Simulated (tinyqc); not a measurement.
## Carrier lifetime of an n-type layer with SRH, radiative, Auger and surface recombination: lifetime against injection

Uniform excess density dn = dp (no trapping), n = n0 + dn, p = p0 + dn, Boltzmann statistics, full ionisation. Surfaces enter as a rate 2 S dn/d, which holds while diffusion to them is fast.

ni = sqrt(Nc Nv) exp(-Eg/(2 Vt)), Eg in volts; majority density N/2 + sqrt(N^2/4 + ni^2), n0 p0 = ni^2; n1 = Nc exp(-Et/Vt), p1 = Nv exp((Et - Eg)/Vt); tn0 = 1/(sn vth Nt), tp0 = 1/(sp vth Nt). With e = n p - ni^2 = dn (n0 + p0 + dn): U_SRH = e/(tp0 (n + n1) + tn0 (p + p1)), U_rad = B e, U_Aug = (Cn n + Cp p) e, U_s = 2 S dn/d. Each tau is dn over its rate; tau = dn/U with U the sum.

Parameters, values chosen for the exercise; band and dielectric values close to those of gallium arsenide: temperature T = 250 K; band gap Eg = 1.43 eV; conduction-band density of states at T Nc = 3.29e17 cm^-3; valence-band density of states at T Nv = 6.86e18 cm^-3; radiative coefficient B = 6.96e-10 cm^3/s; donor density N = 3.5e16 cm^-3; Auger coefficient (two electrons) Cn = 3.8e-30 cm^6/s; Auger coefficient (two holes) Cp = 1.3e-30 cm^6/s; trap density Nt = 9.9e13 cm^-3; capture cross-section for electrons sn = 3e-16 cm^2; capture cross-section for holes sp = 5e-17 cm^2; thermal velocity (both carriers) vth = 1.8e7 cm/s; trap level below the conduction band Et = 0.46 eV; surface recombination velocity (both faces) S = 4 cm/s; sample thickness d = 60 um.

Constants: q = 1.602176634e-19 C, kB = 1.380649e-23 J/K, Vt = kB T/q. Results are converted to the units shown.

The same in every row: tau_s (s) = 7.5000e-4.

Results:

| dn (cm^-3) | tau_SRH (s) | tau_rad (s) | tau_Aug (s) | tau (s) | radiative share (%) | largest path |
|---|---|---|---|---|---|---|
| 1e11 | 1.1223e-5 | 4.1051e-8 | 2.1482e-4 | 4.0891e-8 | 99.611 | radiative |
| 1e12 | 1.1223e-5 | 4.1050e-8 | 2.1481e-4 | 4.0890e-8 | 99.611 | radiative |
| 1e13 | 1.1224e-5 | 4.1039e-8 | 2.1468e-4 | 4.0880e-8 | 99.611 | radiative |
| 1e14 | 1.1229e-5 | 4.0934e-8 | 2.1339e-4 | 4.0775e-8 | 99.612 | radiative |
| 1e16 | 1.1639e-5 | 3.1928e-8 | 1.2077e-4 | 3.1831e-8 | 99.696 | radiative |
| 1e17 | 1.2609e-5 | 1.0643e-8 | 1.1520e-5 | 1.0624e-8 | 99.822 | radiative |
| 1e18 | 1.3031e-5 | 1.3882e-9 | 1.8463e-7 | 1.3777e-9 | 99.243 | radiative |
| 1e19 | 1.3087e-5 | 1.4318e-10 | 1.9489e-9 | 1.3338e-10 | 93.155 | radiative |

Estimate the missing row, dn = 1e15 cm^-3.

Computed row:

| dn (cm^-3) | tau_SRH (s) | tau_rad (s) | tau_Aug (s) | tau (s) | radiative share (%) | largest path |
|---|---|---|---|---|---|---|
| 1e15 | 1.1275e-5 | 3.9911e-8 | 2.0114e-4 | 3.9760e-8 | 99.622 | radiative |

With this row back in the table: Radiative recombination leads at dn = 1e11 and in all other rows. The total lifetime falls from 4.09e-8 to 1.33e-10 s. tau_SRH goes from 1.12e-5 s (low-injection limit 1.12e-5 s) to 1.31e-5 s (high-injection limit tn0 + tp0 = 1.31e-5 s). Between the last two rows tau_rad goes as dn^(-0.99) and tau_Aug as dn^(-1.98); the radiative share goes from 99.6 through a maximum of 99.8 (at dn = 1e17 among the rows listed) to 93.2 %. For dn = 1e17, 1e18, 1e19 the carriers are degenerate, where B and the Auger coefficients no longer stay constant.

Computed by the program tinyqc: `OMP_NUM_THREADS=1 python tinyqc.py 2300114 2300115 out.jsonl`, one thread of a shared Intel Xeon 2.30GHz, about 0.01 s for the whole run.
